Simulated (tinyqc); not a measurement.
## Planar metal-insulator-metal capacitor: capacitance, non-linearity, leakage and relaxation: charge lost after writing

A film between two metal electrodes, each interface adding a series capacitance ci. The small-signal permittivity is ek (1 + aq E^2); the field is found with the linear permittivity. Leakage J = J0 sinh(E/Ef). After a voltage step the film passes a relaxation current kr C V tt^(-nr), tt being the time in seconds.

Planar film: Cf = eps0 ek/t, 1/C = 1/Cf + 2/ci, EOT = 3.9 eps0/C, effective permittivity C t/eps0, E = (V/t) C/Cf. A capacitor written for t0 and then left open loses, as a share of C V, kr (tt^(1 - nr) - t0^(1 - nr))/(1 - nr) by relaxation and J tt/(C V) by leakage; both are taken as small, and rows far outside that range are left out.

Inputs (values chosen for the exercise); permittivity of the order of that of titanium dioxide: relative permittivity of the film ek = 87.7; film thickness t = 5.9 nm; capacitance of each electrode interface (dead layer and screening) ci = 42 uF/cm^2; quadratic field coefficient of the permittivity aq = 0.028 cm^2/MV^2; bias V = 2.2 V; exponent of the relaxation current nr = 0.988; strength of the relaxation kr = 0.00093; leakage prefactor J0 = 6.7e-11 A/cm^2; field for an e-fold rise of the leakage Ef = 0.28 MV/cm; duration of the write pulse t0 = 1e-7 s.

Constants: eps0 = 8.8541878128e-14 F/cm where lengths are in cm. Results are converted to the units shown.

The same in every row: leakage current (nA/cm^2) = 120.3.

Result of one run:
```
tt (s)	relaxation current (nA/cm^2)	loss by relaxation (%)	loss by leakage (%)	total loss (%)
0.01	1566	0.9463	0.006761	0.9530
```

What becomes of these results when the time since the start of the write pulse tt is changed from 0.01 to 0.001 s, all else the same?

Result of the changed run:
```
tt (s)	relaxation current (nA/cm^2)	loss by relaxation (%)	loss by leakage (%)	total loss (%)
0.001	1.524e4	0.7464	6.761e-4	0.7471
```

The whole series:
```
tt (s)	relaxation current (nA/cm^2)	loss by relaxation (%)	loss by leakage (%)	total loss (%)
1e-6	1.402e7	0.1789	6.761e-7	0.1789
1e-5	1.442e6	0.3629	6.761e-6	0.3629
0.0001	1.482e5	0.5520	6.761e-5	0.5521
0.001	1.524e4	0.7464	6.761e-4	0.7471
0.01	1566	0.9463	0.006761	0.9530
0.1	161.0	1.152	0.06761	1.219
1	16.55	1.363	0.6761	2.039
```

The two currents are equal at tt = 0.134 s. The loss by relaxation grows from 0.179 to 1.36 %, by 0.184 points over the first decade and 0.211 over the last, while the loss by leakage grows tenfold a decade. Relaxation is the larger loss in every row.

Numbers from tinyqc (`OMP_NUM_THREADS=1 python tinyqc.py 2102013 2102014 out.jsonl`; about 0.01 s on one thread of a shared Intel Xeon 2.30GHz).
